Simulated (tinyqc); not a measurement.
Neutral against charged centre: deep level as a short-range spherical well.

Lucovsky model (delta well, plane-wave final states, no local-field factor): sigma = (32 pi alpha c/(3 n_r m Et)) (x - 1)^(3/2)/x^3, x = h nu/Et, c = hbar^2/2m0; 1 angstrom^2 = 1e-16 cm^2.

Constants: hbar^2/2m0 = 3.80998211 eV angstrom^2; fine-structure constant alpha = 0.007297352564.

Values chosen for the exercise (out of a larger set: near those of GaAs; not measured data):

| symbol | value | unit | meaning |
|---|---|---|---|
| m | 0.063 | m0 | mass |
| n_r | 3.23 |  | refractive index |
| xs | (1.06, 1.3, 1.41, 1.84, 2.18, 2.82, 4.1, 7.7) |  | photon energies h nu/Et |

Et = 0.43016 eV

Lucovsky cross-section, its shape relative to the peak, and the shape of a hydrogen-like centre relative to threshold: x^-4 exp(4 - 4 atan(e)/e)/(1 - exp(-2 pi/e)), e = sqrt(x - 1).

Results:

| x | h nu (eV) | sigma (1e-18 cm^2) | relative to peak | hydrogen-like |
|---|---|---|---|---|
| 1.06 | 0.456 | 13.1 | 0.099 | 0.856 |
| 1.41 | 0.607 | 99.7 | 0.749 | 0.394 |
| 1.84 | 0.791 | 132 | 0.989 | 0.187 |
| 2.18 | 0.938 | 132 | 0.990 | 0.116 |
| 2.82 | 1.213 | 117 | 0.876 | 0.055 |
| 4.10 | 1.764 | 84.3 | 0.634 | 0.018 |
| 7.70 | 3.312 | 40.4 | 0.304 | 0.003 |

Give the missing row, x = 1.30.

Computed row:
```
x     h nu (eV)  sigma (1e-18 cm^2)  relative to peak  hydrogen-like
1.30      0.559                79.6             0.598          0.492
```

The short-range centre starts from zero, reaches half its peak at x = 1.24 and peaks at x = 2; in the last row it still has 30 % of the peak. The Coulomb centre is largest at threshold and is down to 0.3 % there. Reading the peak as the threshold would misplace the level by a factor 2, here 0.43 eV. Rows above the gap, about 1.4 eV, are hidden by band-to-band absorption.

(tinyqc, `OMP_NUM_THREADS=1 python tinyqc.py 1250285 1250286 out.jsonl`, Intel(R) Xeon(R) Processor @ 2.30GHz, 1 thread, shared host, about 0.01 s.)
